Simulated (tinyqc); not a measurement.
Stress in a transistor channel from embedded alloy regions, liners and fins, by half-space elasticity: one step, computed by the program tinyqc.

Plane strain in an isotropic half-space, the same constants everywhere; x along the channel from its centre, y downwards from the free surface; stress is positive in tension.

Problem. Mobility change, linear estimate. d mu/mu = -(pi_L s_xx + pi_z s_yy) for the embedded regions alone; the stress across the width is left out.

Inputs (values chosen for the exercise, modelled on silicon): longitudinal piezoresistance coefficient = 73.8 1e-11/Pa; vertical piezoresistance coefficient = -1.2 1e-11/Pa.

Stressor: Si(1-x)Ge(x) source and drain.

s_xx = -2683.489 MPa

s_yy = -3.808330 MPa

Give: mobility change.

Solution.

mobility change = 198.0 %

The vertical stress supplies -0.0046 of these points. Caution: at such misfit the regions may relax by dislocations, and linear elasticity is rough. Caution: beyond a few hundred MPa bulk piezoresistance coefficients no longer describe an inversion layer well.
